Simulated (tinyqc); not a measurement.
Frequency dispersion of an accumulation capacitance by border traps, distributed model: effect of the decay constant of the wave function in the insulator.

Traps spread evenly through the insulator exchange electrons with the semiconductor by tunnelling, with tau(x) = t0 exp(2 ka x) at depth x from the interface. The admittance per area Y seen at depth x obeys dY/dx = -Y^2/(i w eps0 eox) + q Nb ln(1 + i w tau)/tau, with Y(0) = i w Cs and w = 2 pi f; the gate sees Y(tox) = G + i w C. Working variable y = Y/(i w), in uF/cm^2. Cox = eps0 eox/tox.

Cox; trap-free value 1/(1/Cox + 1/Cs); response depth d = ln(1/(w t0))/(2 ka), where w tau = 1; lumped estimate: all traps within d act as C_bt = q Nb d placed at d/2, so C = 1/{1/[1/(1/Cs + d/(2 eps0 eox)) + C_bt] + (tox - d/2)/(eps0 eox)}. C and G from a fine integration; dispersion -d C/d log10 f over C, from f times and over 1.1. For a broad spread of time constants G/w is close to -(pi/2) dC/d ln w.

Values chosen for this exercise; permittivity close to that of silicon dioxide:
```
symbol,value,unit,meaning
eox,3.85,,relative permittivity of the insulator
tox,3.9,nm,insulator thickness
Cs,0.64,uF/cm^2,semiconductor capacitance in accumulation
Nb,4.7e18,cm^-3 eV^-1,density of border traps
t0,8e-9,s,time constant of a trap at the interface
f,1e5,Hz,frequency
```

Constants: q = 1.602176634e-19 C, eps0 = 8.8541878128e-14 F/cm where lengths are in cm. Results are converted to the units shown.

The same in every row: trap-free C (uF/cm^2) = 0.3695.

Result of one run:
```
ka (1/nm)	d (nm)	C (uF/cm^2)	G/w (uF/cm^2)	dispersion (% a decade)	-(pi/2) dC/d ln w (uF/cm^2)	lumped C (uF/cm^2)
5.3	0.4993	0.3858	0.004372	1.663	0.004375	0.3829
```

What becomes of these results when the decay constant of the wave function in the insulator ka is changed from 5.3 to 6.7 1/nm, all else the same?

Result of the changed run:
```
ka (1/nm)	d (nm)	C (uF/cm^2)	G/w (uF/cm^2)	dispersion (% a decade)	-(pi/2) dC/d ln w (uF/cm^2)	lumped C (uF/cm^2)
6.7	0.3950	0.3821	0.003343	1.284	0.003346	0.3799
```

The whole series:
```
ka (1/nm)	d (nm)	C (uF/cm^2)	G/w (uF/cm^2)	dispersion (% a decade)	-(pi/2) dC/d ln w (uF/cm^2)	lumped C (uF/cm^2)
2.5	1.059	0.4077	0.01113	3.997	0.01112	0.4001
3.2	0.8270	0.3981	0.008060	2.967	0.008057	0.3927
3.9	0.6786	0.3923	0.006300	2.354	0.006301	0.3881
4.6	0.5753	0.3885	0.005164	1.950	0.005167	0.3851
5.3	0.4993	0.3858	0.004372	1.663	0.004375	0.3829
6	0.4411	0.3837	0.003789	1.449	0.003793	0.3812
6.7	0.3950	0.3821	0.003343	1.284	0.003346	0.3799
7.4	0.3576	0.3808	0.002990	1.152	0.002993	0.3789
```

As ka goes from 2.5 to 7.4, C falls from 0.408 to 0.381 uF/cm^2, the dispersion falls from 4.00 to 1.15 % a decade and G/w falls from 0.0111 to 0.00299 uF/cm^2. The lumped estimate is 1.9 % below C in the first row and 0.51 % below it in the last.

Computed by the program tinyqc: `OMP_NUM_THREADS=1 python tinyqc.py 2202107 2202108 out.jsonl`, one thread of a shared Intel Xeon 2.30GHz, about 0.3 s for the whole run.
